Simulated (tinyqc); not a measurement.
## MOS inversion layer, Poisson-Schroedinger loop: effect of the temperature

Electrons confined at an insulator interface at z = 0, treated as a hard wall; parabolic valleys, Hartree approximation, no image or exchange terms. The depletion charge lies far deeper than the electrons and gives a uniform field q Nd/(eps0 eps_r); the gate balances all charge. Energies are counted from the band edge at the interface.

Schroedinger equation -(C/mz) psi'' + (V0 + U + dE for set B) psi = E psi, C = hbar^2/(2 m0), psi(0) = 0, on a uniform mesh of 800 nodes with a far wall at 35 nm, 8 levels a set; V0 = q Nd z/(eps0 eps_r); dU/dz = q (Ns - integral of n from 0 to z)/(eps0 eps_r), U(0) = 0; N_k = g md m0 q Vt/(pi hbar^2) ln(1 + exp((EF - E_k)/Vt)), g the number of valleys of the set, sum N_k = Ns. Triangular well: E_k = a_k (C F^2/mz)^(1/3), a_1 = 2.338107, a_2 = 4.087949, C = hbar^2/(2 m0), F in eV/nm. Fang-Howard (all electrons in the lowest level of set A): b^3 = 6 (mz1/C) q (Nd + 11 Ns/32)/(eps0 eps_r), centroid 3/b, level C b^2/(4 mz1) + (3/b) q (Nd + 11 Ns/16)/(eps0 eps_r). The centroid adds 3.9 z_av/eps_r to an oxide-equivalent thickness.

Parameters, values chosen for the exercise; masses and permittivity close to those of silicon (100):
```
symbol,value,unit,meaning
eps_r,11.7,,relative permittivity
mz1,0.908,m0,mass along z of valley set A (2 valley(s))
md1,0.187,m0,in-plane density-of-states mass of set A
mz2,0.193,m0,mass along z of valley set B (4 valley(s))
md2,0.418,m0,in-plane density-of-states mass of set B
Ns,2.3e12,cm^-2,sheet density of electrons
Nd,5.1e11,cm^-2,sheet density of depletion charge
dE,0.03,eV,extra shift of set B (strain)
```

Constants: q = 1.602176634e-19 C, kB = 1.380649e-23 J/K, hbar = 1.054571817e-34 J s, m0 = 9.1093837015e-31 kg, Vt = kB T/q, eps0 = 8.8541878128e-14 F/cm where lengths are in cm, hbar^2/(2 m0) = 0.0380998212 eV nm^2. Results are converted to the units shown.

The same in every row: Fang-Howard centroid (nm) = 2.11.

Result of one run:

| T (K) | A1 (meV) | B1 (meV) | EF (meV) | share of A1 (%) | share of set A (%) | centroid z_av (nm) | added oxide equivalent (nm) |
|---|---|---|---|---|---|---|---|
| 300 | 91.1 | 164 | 67.3 | 58.8 | 78.1 | 2.96 | 0.986 |

What becomes of these results when the temperature T is changed from 300 to 77 K, all else the same?

Result of the changed run:

| T (K) | A1 (meV) | B1 (meV) | EF (meV) | share of A1 (%) | share of set A (%) | centroid z_av (nm) | added oxide equivalent (nm) |
|---|---|---|---|---|---|---|---|
| 77 | 87.8 | 151 | 101 | 97.7 | 99.9 | 2.02 | 0.674 |

The whole series:

| T (K) | A1 (meV) | B1 (meV) | EF (meV) | share of A1 (%) | share of set A (%) | centroid z_av (nm) | added oxide equivalent (nm) |
|---|---|---|---|---|---|---|---|
| 20 | 87.6 | 150 | 102 | 100 | 100 | 1.98 | 0.660 |
| 50 | 87.7 | 150 | 102 | 99.6 | 100 | 1.99 | 0.662 |
| 77 | 87.8 | 151 | 101 | 97.7 | 99.9 | 2.02 | 0.674 |
| 120 | 88.3 | 153 | 98.5 | 91.8 | 98.3 | 2.14 | 0.714 |
| 200 | 89.6 | 158 | 88.2 | 76.5 | 90.2 | 2.48 | 0.827 |
| 300 | 91.1 | 164 | 67.3 | 58.8 | 78.1 | 2.96 | 0.986 |
| 400 | 92.4 | 168 | 39.5 | 45.7 | 68.1 | 3.42 | 1.14 |
| 500 | 93.3 | 171 | 6.32 | 36.5 | 60.7 | 3.85 | 1.28 |

As T goes from 20 to 500, A1 rises from 87.6 to 93.3 meV, the share of A1 falls from 100 to 36.5 % and the centroid rises from 1.98 to 3.85 nm. EF lies more than 2 meV above A1 for T = 20, 50, 77, 120. The Fang-Howard centroid is 6.6 % above the full one in the first row, where A1 holds 100 %, and 45 % below it in the last, where A1 holds 36.5 %. For T = 500 the eighth level of a set still holds over 0.4 % of the electrons, so more levels and a farther wall would raise the centroid.

Computed by the program tinyqc: `OMP_NUM_THREADS=1 python tinyqc.py 2160118 2160119 out.jsonl`, one thread of a shared Intel Xeon 2.30GHz, about 1 s for the whole run.
